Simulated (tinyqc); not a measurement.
Inside a calculation. Method: exchange-only LDA atom on a uniform radial grid, spin-unpolarised, for Li+. Computed by tinyqc, a small Python program that keeps every step. Settings: Z = 3, points = 256, R = 7.8, functional = Slater exchange alone, mixing = 0.4, iteration cap = 58. Command: `OMP_NUM_THREADS=1 python tinyqc.py 30371 30372 out.jsonl` (the two numbers bound the seeds that draw the settings). One thread of a shared host (Intel(R) Xeon(R) Processor @ 2.60GHz), about 0.3 s of CPU time with the checks. Later iterations appear only in the table of the cycle.

## Iteration 1

Spherical atom on a uniform radial grid r_j = j h with h = R/(N + 1), h sum u^2 = 1 and integrals as h times sums, u(0) = u(R) = 0 (atomic units):
```
parameter           value
Z                       3
points N              256
R                7.800000
h                0.030350
mixing           0.400000
electrons in 1s         2
```

Three-point differences turn -u''/2 + [l(l+1)/2r^2 - Z/r + V] u = e u into a tridiagonal matrix (diagonal 1/h^2 + potential, off-diagonal -1/2h^2). D = sum f u^2; the Hartree potential y/r solves y'' = -D/r with y(0) = 0, y(R) = N_e; v_xc comes from rho = D/(4 pi r^2); E = sum f e - int D V + int D (V_H/2 + eps_xc); V(new) = V + mixing (V_H + v_xc - V).

eigenvalues (hartree): 1s -4.49071

Every 16th grid point:
```
r           V in     u(1s)         D      V_H       v_xc
0.48560  0.00000   1.17567   2.76438  3.56850   -0.96220
0.97121  0.00000   0.54891   0.60260  2.03543   -0.36480
1.45681  0.00000   0.19221   0.07389  1.37167   -0.13831
1.94241  0.00000   0.05983   0.00716  1.02959   -0.05244
2.42802  0.00000   0.01746   0.00061  0.82371   -0.01988
2.91362  0.00000   0.00489  4.78e-05  0.68643   -0.00754
3.39922  0.00000   0.00133  3.55e-06  0.58837   -0.00286
3.88482  0.00000   0.00036  2.53e-07  0.51482   -0.00108
4.37043  0.00000   0.00009  1.74e-08  0.45762   -0.00041
4.85603  0.00000  2.42e-05  1.17e-09  0.41186   -0.00016
5.34163  0.00000  6.22e-06  7.73e-11  0.37442   -0.00006
5.82724  0.00000  1.58e-06         0  0.34322  -2.24e-05
6.31284  0.00000  4.00e-07         0  0.31681    0.00000
6.79844  0.00000  1.00e-07         0  0.29418    0.00000
7.28405  0.00000  2.39e-08         0  0.27457    0.00000
7.76965  0.00000  1.00e-09         0  0.25741    0.00000
```

total energy = -6.8405372 hartree

## Iteration 2

As before.

eigenvalues (hartree): 1s -3.43312

Every 16th grid point:
```
r           V in     u(1s)         D      V_H       v_xc
0.48560  1.04252   1.15900   2.68657  3.48052   -0.95309
0.97121  0.66825   0.59776   0.71464  2.02455   -0.38614
1.45681  0.49335   0.23705   0.11238  1.37061   -0.15906
1.94241  0.39086   0.08466   0.01434  1.02949   -0.06609
2.42802  0.32153   0.02859   0.00164  0.82371   -0.02762
2.91362  0.27156   0.00933   0.00017  0.68643   -0.01159
3.39922  0.23420   0.00297  1.77e-05  0.58837   -0.00488
3.88482  0.20550   0.00093  1.73e-06  0.51482   -0.00206
4.37043  0.18288   0.00029  1.66e-07  0.45762   -0.00087
4.85603  0.16468   0.00009  1.55e-08  0.41186   -0.00037
5.34163  0.14974  2.67e-05  1.43e-09  0.37442   -0.00016
5.82724  0.13728  8.05e-06  1.30e-10  0.34322   -0.00007
6.31284  0.12673  2.41e-06  1.16e-11  0.31681  -2.81e-05
6.79844  0.11767  7.14e-07         0  0.29418    0.00000
7.28405  0.10983  1.97e-07         0  0.27457    0.00000
7.76965  0.10296  8.92e-09         0  0.25741    0.00000
```

total energy = -6.9420543 hartree

## Iteration 3

As before.

eigenvalues (hartree): 1s -2.84877

Every 16th grid point:
```
r           V in     u(1s)         D      V_H       v_xc
0.48560  1.63649   1.14553   2.62448  3.42214   -0.94569
0.97121  1.05632   0.62530   0.78200  2.01589   -0.39791
1.45681  0.78063   0.26676   0.14232  1.36957   -0.17208
1.94241  0.61987   0.10338   0.02138  1.02938   -0.07551
2.42802  0.51135   0.03810   0.00290  0.82369   -0.03345
2.91362  0.43287   0.01362   0.00037  0.68643   -0.01492
3.39922  0.37392   0.00477  4.55e-05  0.58837   -0.00669
3.88482  0.32840   0.00165  5.42e-06  0.51482   -0.00301
4.37043  0.29243   0.00056  6.31e-07  0.45762   -0.00136
4.85603  0.26341   0.00019  7.22e-08  0.41186   -0.00062
5.34163  0.23955   0.00006  8.15e-09  0.37442   -0.00028
5.82724  0.21963  2.13e-05  9.08e-10  0.34322   -0.00013
6.31284  0.20275  7.07e-06  1.00e-10  0.31681   -0.00006
6.79844  0.18828  2.32e-06  1.08e-11  0.29418  -2.61e-05
7.28405  0.17573  7.00e-07         0  0.27457    0.00000
7.76965  0.16474  3.30e-08         0  0.25741    0.00000
```

total energy = -6.9766661 hartree

## Convergence

Stop when input and output potentials agree to 1e-7.

Course of the cycle (hartree):
```
iteration           E     e(1s)  largest |V(out) - V(in)|
1          -6.8405372  -4.49071                  3.66e+00
2          -6.9420543  -3.43312                  1.98e+00
3          -6.9766661  -2.84877                  1.06e+00
4          -6.9874060  -2.52521                  5.68e-01
5          -6.9905255  -2.34546                  3.04e-01
6          -6.9913960  -2.24517                  1.65e-01
7          -6.9916342  -2.18891                  9.06e-02
8          -6.9916991  -2.15718                  5.05e-02
9          -6.9917169  -2.13918                  2.86e-02
10         -6.9917218  -2.12891                  1.63e-02
11         -6.9917232  -2.12303                  9.43e-03
...               ...       ...                       ...
23         -6.9917238  -2.11493                  1.68e-05
24         -6.9917238  -2.11493                  9.99e-06
25         -6.9917238  -2.11492                  5.95e-06
26         -6.9917238  -2.11492                  3.55e-06
27         -6.9917238  -2.11492                  2.11e-06
28         -6.9917238  -2.11492                  1.26e-06
29         -6.9917238  -2.11492                  7.52e-07
30         -6.9917238  -2.11492                  4.48e-07
31         -6.9917238  -2.11492                  2.67e-07
32         -6.9917238  -2.11492                  1.60e-07
33         -6.9917238  -2.11492                  9.52e-08
```

Converged in 33 iterations. A uniform grid resolves the cusp poorly: for a bare nucleus this grid gives 1s at -4.49071 against -Z^2/2 = -4.5 hartree. Before convergence this energy mixes input and output and is not variational, so it may rise towards its limit.
